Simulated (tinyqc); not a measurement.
# Bias-temperature instability, empirical power law with universal recovery: two studies

Threshold-voltage shift at the end of a stress: dV = A (V/V0)^g exp[-(Ea q/kB)(1/T - 1/T0)] (t/1 s)^n. After a delay tr the permanent share pp stays and the rest falls by r = 1/(1 + B (tr/t)^be). An empirical model: its parameters are fits, not properties.

Inputs (values chosen for the exercise):

| symbol | value | unit | meaning |
|---|---|---|---|
| V0 | 1.4 | V | reference stress voltage |
| T0 | 373 | K | reference temperature |
| A | 4.3 | mV | shift after 1 s at V0 and T0 |
| n | 0.2 |  | time exponent |
| g | 5.1 |  | voltage exponent |
| Ea | 0.18 | eV | apparent activation energy of the shift |
| pp | 0.45 |  | permanent share |
| B | 2.8 |  | recovery scale |
| be | 0.2 |  | recovery dispersion |
| T | 378 | K | use temperature |
| dc | 70 | mV | failure criterion |
| ts | 10000 | s | stress time |

Constants: q = 1.602176634e-19 C, kB = 1.380649e-23 J/K. Results are converted to the units shown.

Each table varies one quantity; the others keep the values above.

## Lifetime against voltage

The lifetime solves dV = dc; ten years are 3.15576e8 s.

Lifetime against voltage:
```
V (V)  shift after ten years (mV)  lifetime (years)
0.6                        3.0816          6.0479e7
0.71                       7.2715          8.2674e5
0.83                       16.125             15416
0.94                       30.420            645.21
1.06                       56.139            30.141
1.17                       92.887            2.4306
1.29                       152.83           0.20157
1.4                        231.98          0.025015
```

Read the table: what changes, and by how much?

The shift goes as V^5.1 and the lifetime as V^(-25.5): 5 % more voltage adds 28.3 % to the shift and divides the lifetime by 3.47. 5 of the 8 rows pass ten years. For V = 0.6, 0.71, 0.83 the lifetime is a formal extrapolation far beyond any test.

## Effect of the measurement delay

Same model as above.

At V0 and T0. The apparent n comes from the measured shifts at ts/100 and ts, and the projection extends that line from ts to ten years (3.15576e8 s).

The same in every row: true shift (mV) = 215.4.

Effect of the measurement delay:
```
tr (s)  share left at ts  apparent n  projected shift (mV)
1e-6              0.9850      0.2047                 222.8
1e-5              0.9766      0.2072                 226.6
0.0001            0.9639      0.2107                 232.0
0.001             0.9448      0.2155                 239.0
0.01              0.9174      0.2215                 246.9
0.1               0.8797      0.2281                 253.5
1                 0.8309      0.2341                 254.9
10                0.7729      0.2380                 246.8
```

Read the table: what changes, and by how much?

The share left falls from 0.985 to 0.773 and the apparent n rises from 0.205 to 0.238. The projection is 3.4 % above the true ten-year shift in the first row and 15 % above it in the last: a lower start and a steeper slope work against each other.

tinyqc, about 0.01 s, one thread, Intel Xeon 2.30GHz (shared host): `OMP_NUM_THREADS=1 python tinyqc.py 2070011 2070012 out.jsonl`
